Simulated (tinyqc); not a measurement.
# Small-signal admittance of a forward-biased p+-n diode, step by step

Computed by the program tinyqc: `OMP_NUM_THREADS=1 python tinyqc.py 2890165 2890166 out.jsonl`, one thread of a shared Intel Xeon 2.30GHz, about 0.01 s for the whole run. Printed values are rounded.

Holes injected into a neutral base of width wb with an ohmic contact at its end; low injection, p0 far above the equilibrium density. A small voltage v exp(i w t), w = 2 pi f, modulates the edge density by p0 v/Vt, and the small-signal density obeys Dp d2p/dx2 = (1/tau + i w) p.

Inputs (values chosen for the exercise); permittivity close to that of gallium arsenide: temperature T = 350 K; relative permittivity eps_r = 12.9; donor density of the base Nd = 1.5e15 cm^-3; hole diffusion coefficient Dp = 9.4 cm^2/s; hole lifetime tau = 5e-8 s; width of the neutral base wb = 6.2 um; excess hole density at the junction edge p0 = 9.9e11 cm^-3; acceptor density of the p+ side Na = 5e18 cm^-3; signal frequency f = 2.6e6 Hz.

Constants: q = 1.602176634e-19 C, kB = 1.380649e-23 J/K, Vt = kB T/q, eps0 = 8.8541878128e-14 F/cm where lengths are in cm. Results are converted to the units shown.

## Closed-form admittance

L = sqrt(Dp tau); direct current J = (q Dp p0/L) coth(wb/L); k = sqrt(1 + i w tau)/L; diffusion admittance Y = (q Dp p0/Vt) k coth(k wb) = G + i w C_diff; junction capacitance C_j = sqrt(q eps0 eps_r Nd/(2 Vr)) in the depletion approximation, with the remaining barrier Vr = Vt ln(Na/p0), a rough value under forward bias; base-width modulation is left out.

L = 6.855655 um
J = 0.003027253 A/cm^2
k wb = 0.9679631+0.3450801i
Y = 0.1010012+0.0159864i S/cm^2
C_diff = 9.785797e-4 uF/cm^2
C_j = 0.01717043 uF/cm^2

G is 1.01 times its low-frequency value J/Vt, and C_diff is 0.0570 times C_j.

## The same by finite differences

6 equal intervals, h = wb/6; u = small-signal density over its edge value, u_0 = 1, u_6 = 0; u_(i-1) + b u_i + u_(i+1) = 0 with b = -2 - h^2 (1/tau + i w)/Dp; Y = (q Dp p0/(Vt h)) (-b/2 - u_1), which includes the half box at the edge.

b = -2.022719-0.018557i
u, node 1 to 5: 0.7995765-0.0247922i  0.6177784-0.0353099i  0.4506706-0.0351658i  0.2944541-0.0274575i  0.1454366-0.0149088i
Y on the mesh = 0.1013171+0.0162994i S/cm^2

Against the closed form the real part is 0.31 % above it and the imaginary part 2.0 % above it; |k h| = 0.17.
